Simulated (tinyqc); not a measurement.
Worked calculation: FCI on RHF in the sto-3g basis, for HeH+, spin multiplicity 1. One step of it, computed by the program tinyqc.

Question. FCI: determinants and Hamiltonian. Slater-Condon rules over spin orbitals, with the nuclear repulsion added and E(HF) subtracted on the diagonal.

one-electron integrals over orbitals h = C^T H C (hartree):
```
           1          2
1  -2.463677   0.175401
2   0.175401  -1.336286
```

Two-electron integrals over orbitals (pq|rs), unique and non-zero (hartree):
```
(11|11) 0.945909    (21|11) -0.175401   (21|21) 0.125554    (22|11) 0.594721
(22|21) 0.057781    (22|22) 0.746975
```

nuclear repulsion = 1.12710801 hartree

Hartree-Fock energy = -2.85433799 hartree

Give: determinants; H - E(HF) between determinants.

Answer.

Occupation strings over the orbitals (2 doubly, a alpha, b beta, 0 empty; spin orbitals ordered 1a 1b 2a 2b ...): 20 ab ba 02

H - E(HF) between determinants (hartree):
```
       20      ab      ba      02
20  0.000   0.000   0.000   0.126
ab  0.000   0.776  -0.126   0.233
ba  0.000  -0.126   0.776  -0.233
02  0.126   0.233  -0.233   2.056
```
